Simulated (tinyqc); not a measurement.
Worked calculation: sp3 tight binding, zinc-blende lattice. Computed by tinyqc, a small Python program that keeps every step. Command: `OMP_NUM_THREADS=1 python tinyqc.py 25599 25600 out.jsonl` (the two numbers bound the seeds that draw the settings). One thread of a shared host (Intel(R) Xeon(R) Processor @ 2.60GHz), about 0.01 s of CPU time with the checks.

## Bloch Hamiltonian at k

Parameters chosen for this model: zinc-blende lattice, anion at 0, cation at a/4 (1,1,1); V = eta hbar^2 / (m d^2), hbar^2/m = 7.619964 eV angstrom^2:
```
parameter          value      unit
a               5.790000  angstrom
d               2.507144  angstrom
Es anion      -14.390000        eV
Ep anion       -7.110000        eV
Es cation     -14.390000        eV
Ep cation      -7.110000        eV
eta ss         -1.400000
eta sp          1.840000
eta pp sigma    3.240000
eta pp pi      -0.810000
V ss           -1.697159        eV
V sp            2.230552        eV
V pp sigma      3.927711        eV
V pp pi        -0.981928        eV
```

k point k (2 pi / a): -0.7400  0.3400  0.7000

Slater-Koster rules over the four bonds with direction cosines (l, m, n): ss V_ss; s-px l V_sp; px-s -l V_sp; px-px l^2 V_pps + (1 - l^2) V_ppp; px-py l m (V_pps - V_ppp); each times exp(i k.d).

H(k) at k (eV):
```
                  a s            a px             a py             a pz
a s          -14.3900          0.0000           0.0000           0.0000
a px           0.0000         -7.1100           0.0000           0.0000
a py           0.0000          0.0000          -7.1100           0.0000
a pz           0.0000          0.0000           0.0000          -7.1100
c s   -1.0535+2.8258i  0.9279-1.8474i  -3.6257+0.4728i  -1.0925+1.5690i
c px  -0.9279+1.8474i  0.4064-1.0900i   1.3884-1.9939i   4.6075-0.6008i
c py   3.6257-0.4728i  1.3884-1.9939i   0.4064-1.0900i  -1.1792+2.3477i
c pz   1.0925-1.5690i  4.6075-0.6008i  -1.1792+2.3477i   0.4064-1.0900i

                  c s             c px             c py             c pz
a s   -1.0535-2.8258i  -0.9279-1.8474i   3.6257+0.4728i   1.0925+1.5690i
a px   0.9279+1.8474i   0.4064+1.0900i   1.3884+1.9939i   4.6075+0.6008i
a py  -3.6257-0.4728i   1.3884+1.9939i   0.4064+1.0900i  -1.1792-2.3477i
a pz  -1.0925-1.5690i   4.6075+0.6008i  -1.1792-2.3477i   0.4064+1.0900i
c s          -14.3900           0.0000           0.0000           0.0000
c px           0.0000          -7.1100           0.0000           0.0000
c py           0.0000           0.0000          -7.1100           0.0000
c pz           0.0000           0.0000           0.0000          -7.1100
```

## Levels at k

Diagonalise the Hermitian matrix.

eigenvalues (eV): -18.8960  -15.6153  -12.6619  -12.3968  -6.0733  -3.3226  -1.8094  -0.6647

weights |c|^2 of the basis functions:
```
      band 1  band 2  band 3  band 4  band 5  band 6  band 7  band 8
a s   0.4501  0.2524  0.0429  0.0024  0.2048  0.0354  0.0001  0.0118
a px  0.0064  0.0850  0.1783  0.1844  0.0610  0.0599  0.2338  0.1913
a py  0.0368  0.0830  0.1889  0.0202  0.1948  0.3663  0.0011  0.1088
a pz  0.0067  0.0796  0.0899  0.2930  0.0393  0.0383  0.2650  0.1882
c s   0.4501  0.2524  0.0429  0.0024  0.2048  0.0354  0.0001  0.0118
c px  0.0064  0.0850  0.1783  0.1844  0.0610  0.0599  0.2338  0.1913
c py  0.0368  0.0830  0.1889  0.0202  0.1948  0.3663  0.0011  0.1088
c pz  0.0067  0.0796  0.0899  0.2930  0.0393  0.0383  0.2650  0.1882
```

## Bloch Hamiltonian at G

k point G (2 pi / a): 0  0  0

As before.

H(k) at G (eV):
```
           a s     a px     a py     a pz       c s     c px     c py     c pz
a s   -14.3900   0.0000   0.0000   0.0000   -6.7886   0.0000   0.0000   0.0000
a px    0.0000  -7.1100   0.0000   0.0000    0.0000   2.6185   0.0000   0.0000
a py    0.0000   0.0000  -7.1100   0.0000    0.0000   0.0000   2.6185   0.0000
a pz    0.0000   0.0000   0.0000  -7.1100    0.0000   0.0000   0.0000   2.6185
c s    -6.7886   0.0000   0.0000   0.0000  -14.3900   0.0000   0.0000   0.0000
c px    0.0000   2.6185   0.0000   0.0000    0.0000  -7.1100   0.0000   0.0000
c py    0.0000   0.0000   2.6185   0.0000    0.0000   0.0000  -7.1100   0.0000
c pz    0.0000   0.0000   0.0000   2.6185    0.0000   0.0000   0.0000  -7.1100
```

## Levels at G

As before.

eigenvalues (eV): -21.1786  -9.7285  -9.7285  -9.7285  -7.6014  -4.4915  -4.4915  -4.4915

## Bands along a path

The same steps at evenly spaced points between the labelled ones.

Bands along the path (eV):
```
k           band 1    band 2    band 3    band 4   band 5   band 6   band 7   band 8
L         -18.9497  -16.1833  -11.6923  -11.6923  -7.1593  -2.5277  -2.5277  -0.7076
L-G 0.33  -19.8271  -14.6505  -11.2888  -11.2888  -7.0699  -2.9312  -2.9312  -1.4525
L-G 0.67  -20.8150  -11.8418  -10.3336  -10.3336  -7.0493  -3.8864  -3.8864  -3.2938
G         -21.1786   -9.7285   -9.7285   -9.7285  -7.6014  -4.4915  -4.4915  -4.4915
G-X 0.33  -20.6878  -11.5561  -11.0919  -11.0919  -6.3324  -4.4237  -3.1281  -3.1281
G-X 0.67  -19.2627  -14.3508  -12.9284  -12.9284  -5.0641  -4.3224  -1.2916  -1.2916
X         -17.0575  -17.0575  -13.6562  -13.6562  -4.4425  -4.4425  -0.5638  -0.5638
X-W 0.33  -17.0575  -17.0575  -13.6562  -13.6562  -4.4425  -4.4425  -0.5638  -0.5638
X-W 0.67  -17.0575  -17.0575  -13.6562  -13.6562  -4.4425  -4.4425  -0.5638  -0.5638
W         -17.0575  -17.0575  -13.6562  -13.6562  -4.4425  -4.4425  -0.5638  -0.5638
```

With 4 band(s) filled, the highest filled level on these points lies at G and the lowest empty one at G: a gap of 2.1271 eV, direct.
